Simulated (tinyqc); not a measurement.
## Trap density from the leakage

Problem. Trap-assisted leakage is J = q Nt times the integral over x of the rate through one trap. Find Nt, the areal density Nt t and the mean in-plane spacing (Nt t)^(-1/2).

Parameters, values chosen for the exercise: thickness t = 6.7 nm.

Constants: q = 1.602176634e-19 C. Results are converted to the units shown.

J = 0.046883304 A/cm^2
integral of the rate over x = 7.9087181e6 nm/s

Solution. J is proportional to Nt.

Nt = 3.700e17 cm^-3
Nt t = 2.479e11 cm^-2
in-plane spacing = 20.08 nm

tinyqc, about 0.05 s, one thread, Intel Xeon 2.30GHz (shared host): `OMP_NUM_THREADS=1 python tinyqc.py 2370155 2370156 out.jsonl`
